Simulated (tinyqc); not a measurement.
From results back to parameters: overlap of hydrogenic dopants: pairs, impurity band and the Mott density. Two cases, with inputs chosen for the exercise.

Problem. Ry* = Ry m/eps^2, aB = a0 eps/m, and the Mott density is (0.26/aB)^3 (1/angstrom^3 = 1e24/cm^3). Binding energy and critical density come from a hidden mass and dielectric constant.

Constants: Ry = 13.60569312 eV; a0 (Bohr radius) = 0.5291772105 angstrom.

Find: aB; eps; m.

Method. aB = 0.26/n^(1/3); the product Ry* aB = Ry a0/eps gives eps, and m = a0 eps/aB.

Case 1.

binding energy = 44.59853 meV
critical density = 6.189148e+18 1/cm^3

Solution.

aB = 14.16 angstrom
eps = 11.40
m = 0.426 m0

Case 2.

binding energy = 31.61680 meV
critical density = 2.205073e+18 1/cm^3

Solution.

aB = 19.98 angstrom
eps = 11.40
m = 0.302 m0

Computed by tinyqc, one run a case: `OMP_NUM_THREADS=1 python tinyqc.py N N+1 out.jsonl` with N = 1481633, 1481683; one thread of a shared Intel(R) Xeon(R) Processor @ 2.30GHz, about 0.01 s a run at most.
